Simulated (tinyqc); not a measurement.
# Inductance and parasitic capacitance from two readings

Inverse problem. A loss-free coil L in parallel with C shows the apparent inductance L/(1 - w^2 L C), w = 2 pi f. Find L, C and the self-resonance 1/(2 pi sqrt(L C)).

apparent inductance at 3.1 and 5.1 GHz (nH): [9.0551151, 16.161259]

Answer. The inverse of the reading is 1/L - w^2 C, a straight line in w^2.

L = 7.20 nH
C = 75.0 fF
self-resonance = 6.85 GHz

Numbers from tinyqc (`OMP_NUM_THREADS=1 python tinyqc.py 2302013 2302014 out.jsonl`; about 0.01 s on one thread of a shared Intel Xeon 2.30GHz).
